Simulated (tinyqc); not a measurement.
Worked calculation: UHF in the sto-3g basis, for H2+, spin multiplicity 2. Computed by tinyqc, a small Python program that keeps every step (integrals from PySCF). Settings: charge = 1, multiplicity = 2, basis = sto-3g, energy threshold = 1e-09, iteration cap = 67, orthogonalisation = symmetric, start = core, DIIS depth = 8, method = UHF. Command: `OMP_NUM_THREADS=1 python tinyqc.py 26877 26878 out.jsonl` (the two numbers bound the seeds that draw the settings). One thread of a shared host (Intel(R) Xeon(R) Processor @ 2.60GHz), about 0.03 s of CPU time with the checks. Later iterations appear only in the table of the cycle.

## One-electron integrals

Geometry (angstrom):
```
atom         x         y         z
H     0.000000  0.000000  0.000000
H     0.000000  0.000000  1.090000
```

Basis sto-3g: exponents (1/bohr^2) and contraction coefficients of normalised primitives:
```
element  l (shell)  exponent  coefficient
H            s (1)  3.425251     0.154329
H            s (1)  0.623914     0.535328
H            s (1)  0.168855     0.444635
```

Overlap, kinetic and nuclear-attraction integrals over the contracted functions; the nuclear repulsion is the sum of Za Zb / Rab.

nuclear repulsion = 0.48548368 hartree

overlap S:
```
          1H 1s     2H 1s
1H 1s  1.000000  0.445087
2H 1s  0.445087  1.000000
```

kinetic energy T (hartree):
```
          1H 1s     2H 1s
1H 1s  0.760032  0.081244
2H 1s  0.081244  0.760032
```

nuclear attraction V (hartree):
```
           1H 1s      2H 1s
1H 1s  -1.701628  -0.682954
2H 1s  -0.682954  -1.701628
```

core Hamiltonian H = T + V (hartree):
```
           1H 1s      2H 1s
1H 1s  -0.941596  -0.601710
2H 1s  -0.601710  -0.941596
```

## Two-electron integrals

Functions are numbered as in S; the eight-fold symmetry (ij|kl) = (ji|kl) = (kl|ij) leaves the list below.

Two-electron integrals (ij|kl) in chemists' order, unique and non-zero (hartree):
```
(11|11) 0.774606   (21|11) 0.269712   (21|21) 0.124027   (22|11) 0.449723
(22|21) 0.269712   (22|22) 0.774606
```

## Orthogonalisation

S = U s U^T; symmetric (Loewdin) form X = U s^(-1/2) U^T, so that X^T S X = 1.

eigenvalues of S: 0.554913  1.445087

X:
```
           1H 1s      2H 1s
1H 1s   1.087141  -0.255276
2H 1s  -0.255276   1.087141
```

## Starting guess

The start is the orbitals of the core Hamiltonian; D(s) = C_occ C_occ^T for each spin.

D(alpha) at the start:
```
          1H 1s     2H 1s
1H 1s  0.346000  0.346000
2H 1s  0.346000  0.346000
```

D(beta) at the start:
```
          1H 1s     2H 1s
1H 1s  0.000000  0.000000
2H 1s  0.000000  0.000000
```

## Iteration 1: building the Fock matrix

J_ij = sum D_kl (ij|kl) with D = D(alpha) + D(beta), K_ij = sum D_kl (ik|jl) for each spin; F = H + J - K(s); E = tr D H + tr D J / 2 - 0.5 sum_s tr D(s) K(s) + E_nn.

Coulomb J (hartree):
```
          1H 1s     2H 1s
1H 1s  0.610258  0.272468
2H 1s  0.272468  0.610258
```

exchange K(alpha) (hartree):
```
          1H 1s     2H 1s
1H 1s  0.497568  0.385158
2H 1s  0.385158  0.497568
```

exchange K(beta) (hartree):
```
          1H 1s     2H 1s
1H 1s  0.000000  0.000000
2H 1s  0.000000  0.000000
```

F(alpha) (hartree):
```
           1H 1s      2H 1s
1H 1s  -0.828905  -0.714401
2H 1s  -0.714401  -0.828905
```

F(beta) (hartree):
```
           1H 1s      2H 1s
1H 1s  -0.331337  -0.329242
2H 1s  -0.329242  -0.331337
```

total energy of this density = -0.58248394 hartree

## Iteration 1: diagonalisation and new density

Diagonalise F' = X^T F X, C = X C', fill 1 alpha and 0 beta electrons from the bottom; D(s) = C_occ C_occ^T. Each column has its largest component positive (the first on a tie).

F' = X^T F X (alpha) (hartree):
```
           1          2
1  -0.637157  -0.430810
2  -0.430810  -0.637157
```

orbital energies (alpha) (hartree): MO1 -1.067968, MO2 -0.206347

coefficients C (alpha):
```
            MO1        MO2
1H 1s  0.588218   0.949232
2H 1s  0.588218  -0.949232
```

F' = X^T F X (beta) (hartree):
```
           1          2
1  -0.230448  -0.226673
2  -0.226673  -0.230448
```

orbital energies (beta) (hartree): MO1 -0.457121, MO2 -0.003775

coefficients C (beta):
```
            MO1        MO2
1H 1s  0.588218   0.949232
2H 1s  0.588218  -0.949232
```

D(alpha) after iteration 1:
```
          1H 1s     2H 1s
1H 1s  0.346000  0.346000
2H 1s  0.346000  0.346000
```

D(beta) after iteration 1:
```
          1H 1s     2H 1s
1H 1s  0.000000  0.000000
2H 1s  0.000000  0.000000
```

## Iteration 2: building the Fock matrix

As before.

Coulomb J (hartree):
```
          1H 1s     2H 1s
1H 1s  0.610258  0.272468
2H 1s  0.272468  0.610258
```

exchange K(alpha) (hartree):
```
          1H 1s     2H 1s
1H 1s  0.497568  0.385158
2H 1s  0.385158  0.497568
```

exchange K(beta) (hartree):
```
          1H 1s     2H 1s
1H 1s  0.000000  0.000000
2H 1s  0.000000  0.000000
```

F(alpha) (hartree):
```
           1H 1s      2H 1s
1H 1s  -0.828905  -0.714401
2H 1s  -0.714401  -0.828905
```

F(beta) (hartree):
```
           1H 1s      2H 1s
1H 1s  -0.331337  -0.329242
2H 1s  -0.329242  -0.331337
```

total energy of this density = -0.58248394 hartree

## Iteration 2 (converged): orbitals

As before.

F' = X^T F X (alpha) (hartree):
```
           1          2
1  -0.637157  -0.430810
2  -0.430810  -0.637157
```

orbital energies (alpha) (hartree): MO1 -1.067968, MO2 -0.206347

coefficients C (alpha):
```
            MO1        MO2
1H 1s  0.588218   0.949232
2H 1s  0.588218  -0.949232
```

F' = X^T F X (beta) (hartree):
```
           1          2
1  -0.230448  -0.226673
2  -0.226673  -0.230448
```

orbital energies (beta) (hartree): MO1 -0.457121, MO2 -0.003775

coefficients C (beta):
```
            MO1        MO2
1H 1s  0.588218   0.949232
2H 1s  0.588218  -0.949232
```

D(alpha) after iteration 2:
```
          1H 1s     2H 1s
1H 1s  0.346000  0.346000
2H 1s  0.346000  0.346000
```

D(beta) after iteration 2:
```
          1H 1s     2H 1s
1H 1s  0.000000  0.000000
2H 1s  0.000000  0.000000
```

## Convergence

Stop when the energy changes by less than 1e-09 hartree and every element of the error matrix X^T (F D S - S D F) X (for each spin) is below 9e-06.

Course of the cycle:
```
iteration  E (hartree)     change  largest element of the error matrix
1          -0.58248394          -                             1.31e-16
2          -0.58248394  -2.22e-16                             0.000000
```

PySCF UHF in the same basis, after a stability check = -0.58248394 hartree

Converged in 2 iterations.

## Populations, bond orders and dipole

Mulliken: Z minus the diagonal of D S on the atom; Loewdin: the same with S^(1/2) D S^(1/2); Mayer order: 2 sum_s sum (D(s) S)_ij (D(s) S)_ji over the two atoms.

Charges (e):
```
atom  Mulliken   Loewdin  Mulliken spin
1H    0.500000  0.500000       0.500000
2H    0.500000  0.500000       0.500000
```

Mayer bond orders:
```
pair     order
2-1   0.500000
```

dipole moment about the origin, x y z (debye): 0.000000  0.000000  2.617747

<S^2> of the determinant (pure state: 0.75) = 0.750000
